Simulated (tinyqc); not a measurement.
MP2 on RHF in the sto-3g basis, frozen core, for B+, spin multiplicity 1, step by step. One step of it, computed by the program tinyqc.

Problem. Second-order Moller-Plesset energy. E2 = sum_ijab (ia|jb) [2 (ia|jb) - (ib|ja)] / (e_i + e_j - e_a - e_b) over occupied i, j and virtual a, b; the opposite-spin part is (ia|jb)^2 / denominator, the rest is same-spin, and SCS-MP2 scales them by 6/5 and 1/3.

orbital energies (hartree): MO1 -7.986287, MO2 -0.849252, MO3 -0.200518, MO4 -0.200518, MO5 -0.200518

Two-electron integrals over orbitals (pq|rs), unique and non-zero (hartree); the lowest 1 orbital is frozen and left out:
```
(22|22) 0.525885   (32|32) 0.112771   (33|22) 0.533524   (33|33) 0.586773
(42|42) 0.112771   (43|43) 0.031630   (44|22) 0.533524   (44|33) 0.523513
(44|44) 0.586773   (52|52) 0.112771   (53|53) 0.031630   (54|54) 0.031630
(55|22) 0.533524   (55|33) 0.523513   (55|44) 0.523513   (55|55) 0.586773
```

Hartree-Fock energy = -23.94847037 hartree

Give: Terms; Pair energies; MP2 correlation energy; SCS-MP2 correlation energy; MP2 total energy.

Solution.

Terms:
```
i  j  a  b  (ia|jb)  (ib|ja)  denominator     term
2  2  3  3   0.1128   0.1128      -1.2975  -0.0098
2  2  4  4   0.1128   0.1128      -1.2975  -0.0098
2  2  5  5   0.1128   0.1128      -1.2975  -0.0098
```

Pair energies (hartree; pair i-j sums ij and ji):
```
pair  opposite spin  same spin
2-2         -0.0294     0.0000
```

MP2 correlation energy = -0.029405 hartree

SCS-MP2 correlation energy = -0.035286 hartree

MP2 total energy = -23.977875 hartree
